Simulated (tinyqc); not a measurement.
Which clusters to keep: cluster expansion of a binary alloy: correlations, fit, cross-validation and ground states. Computed by tinyqc, a small Python program. Command: `OMP_NUM_THREADS=1 python tinyqc.py 3024293 3024294 out.jsonl clex walk`. One thread of a shared host (Intel(R) Xeon(R) Processor @ 2.30GHz), about 0.2 s of CPU time with the checks.

s = +1 for A and -1 for B. Energy per site E = J0 + J1 P(point) + sum over clusters of m V P, with P the mean product of spins; V > 0 on a pair favours unlike neighbours. Clusters per site m: pair 1 6, pair 2 3, pair 3 12, triplet 8; the triplet is the triangle of first neighbours. Formation energies are counted from the line between pure A and pure B, which removes J0 and J1.

Inputs (values chosen for the exercise, for a model alloy):
```
quantity,value,unit
first-pair interaction V1,30.3,meV
second-pair interaction V2,5.4,meV
third-pair interaction V3,2,meV
triplet interaction Vt,-5.1,meV
noise amplitude,8.1,meV/site
```

Lattice: fcc.

Method:
- Design matrix of formation energies: m (P - 1) for pairs and m (P(triplet) - P(point)) for the triplet; x = (1 - P(point))/2.
- Exact: X V with V = (V1, V2, V3, Vt). The data to fit add the noise amplitude times the normal numbers, standing for what the clusters leave out.
- For each set, H = X (X^T X)^-1 X^T over the structures between the ends; residual e = E - H E; leave-one-out error e_i/(1 - H_ii); both as root mean squares.

correlations P, counted on periodic cells:
```
,point,pair 1,pair 2,pair 3,triplet
A,1.00000,1.00000,1.00000,1.00000,1.00000
A3B L1_2,0.50000,0.00000,1.00000,0.00000,-0.50000
A3B D0_22,0.50000,0.00000,0.66667,0.33333,-0.50000
A3B (001) layers,0.50000,0.33333,0.66667,0.00000,0.50000
A2B (001) layers,0.33333,0.11111,0.55556,-0.33333,0.33333
AB L1_0,0.00000,-0.33333,1.00000,-0.33333,0.00000
AB L1_1,0.00000,0.00000,-1.00000,0.00000,0.00000
A2B2 (001) layers,0.00000,0.33333,0.33333,-0.33333,0.00000
AB2 (001) layers,-0.33333,0.11111,0.55556,-0.33333,-0.33333
AB3 L1_2,-0.50000,0.00000,1.00000,0.00000,0.50000
AB3 D0_22,-0.50000,0.00000,0.66667,0.33333,0.50000
AB3 (001) layers,-0.50000,0.33333,0.66667,0.00000,-0.50000
B,-1.00000,1.00000,1.00000,1.00000,-1.00000
```

standard normal numbers for the noise (0 for the pure ends): A 0.000, A3B L1_2 -2.538, A3B D0_22 -1.725, A3B (001) layers 0.121, A2B (001) layers 0.364, AB L1_0 0.899, AB L1_1 0.447, A2B2 (001) layers 1.286, AB2 (001) layers -1.116, AB3 L1_2 1.918, AB3 D0_22 1.188, AB3 (001) layers -0.642, B 0.000

X:
```
,pair 1,pair 2,pair 3,triplet
A,0.0000,0.0000,0.0000,0.0000
A3B L1_2,-6.0000,0.0000,-12.0000,-8.0000
A3B D0_22,-6.0000,-1.0000,-8.0000,-8.0000
A3B (001) layers,-4.0000,-1.0000,-12.0000,0.0000
A2B (001) layers,-5.3333,-1.3333,-16.0000,0.0000
AB L1_0,-8.0000,0.0000,-16.0000,0.0000
AB L1_1,-6.0000,-6.0000,-12.0000,0.0000
A2B2 (001) layers,-4.0000,-2.0000,-16.0000,0.0000
AB2 (001) layers,-5.3333,-1.3333,-16.0000,0.0000
AB3 L1_2,-6.0000,0.0000,-12.0000,8.0000
AB3 D0_22,-6.0000,-1.0000,-8.0000,8.0000
AB3 (001) layers,-4.0000,-1.0000,-12.0000,0.0000
B,0.0000,0.0000,0.0000,0.0000
```

data (meV/site): A 0.0000, A3B L1_2 -185.5578, A3B D0_22 -176.3725, A3B (001) layers -149.6199, A2B (001) layers -197.8516, AB L1_0 -267.1181, AB L1_1 -234.5793, A2B2 (001) layers -153.5834, AB2 (001) layers -209.8396, AB3 L1_2 -231.0642, AB3 D0_22 -234.3772, AB3 (001) layers -155.8002, B 0.0000

Fits:
```
clusters,fit error (meV/site),leave-one-out error (meV/site),largest H_ii
V1,20.121,22.513,0.18344
V1 V2,17.883,23.406,0.82499
V1 V3,18.247,22.902,0.34839
V1 V2 Vt,8.734,15.639,0.82499
V1 Vt,12.702,15.453,0.35318
V1 V2 V3,16.533,21.687,0.89605
V1 V3 Vt,9.458,11.750,0.51586
V1 V2 V3 Vt,5.462,8.067,0.89605
```

leave-one-out error without pair 3 = 15.639 meV/site

leave-one-out error with all four = 8.0665 meV/site

The fit error can only fall as clusters are added, to 5.46 meV with all four. The leave-one-out error is least for V1 V2 V3 Vt (8.07 meV): dropping V2, V3 or Vt makes prediction worse at this noise.

Extremes, crossings and ranges named in words are read from the listed rows.
